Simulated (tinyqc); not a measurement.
Standing waves and exposure in a photoresist film: one step. Interface coefficients.

Normal incidence from air. Unexposed resist: N1 = n1 + i k1 with k1 = (A + B) lam/(4 pi), lam in micrometres. r01 = (1 - N1)/(1 + N1), t01 = 2/(1 + N1). Substrate Ns = ns + i ks: r12 = (N1 - Ns)/(N1 + Ns). With p = exp(2 pi i N1 d/lam), the field at depth z is E(z) = t01 [exp(2 pi i N1 z/lam) + r12 p^2 exp(-2 pi i N1 z/lam)]/(1 + r01 r12 p^2), the relative intensity I(z) = n1 |E(z)|^2 and the reflectance R = |(r01 + r12 p^2)/(1 + r01 r12 p^2)|^2.

Inputs chosen for the exercise (a resist on Si, indices near tabulated ones; the results hold for these values, not for the real material): lam = 365 nm (vacuum wavelength); n1 = 1.678 (resist index); A = 0.64 1/micrometre (bleachable absorption (Dill A)); B = 0.06 1/micrometre (fixed absorption (Dill B)); d = 663 nm (resist thickness); ns = 6.453 (substrate n); ks = 2.707 (substrate k).

Problem. Form N1, r01, t01 and r12.

Give: N1; r01; t01; r12; |r12|^2.

Solution.

N1 = 1.67800+0.02033i
r01 = -0.2532-0.0057i
t01 = 0.7468-0.0057i
r12 = -0.6275-0.1199i
|r12|^2 = 0.4081

Next to the bottom the intensity swings by a factor ((1 + |r12|)/(1 - |r12|))^2 = 20.6 between antinode and node.

Computed by tinyqc, a small Python program: `OMP_NUM_THREADS=1 python tinyqc.py 1651522 1651523 out.jsonl` (the numbers bound the seed that draws the inputs); one thread of a shared host (Intel(R) Xeon(R) Processor @ 2.30GHz), about 0.01 s for the whole set of steps.
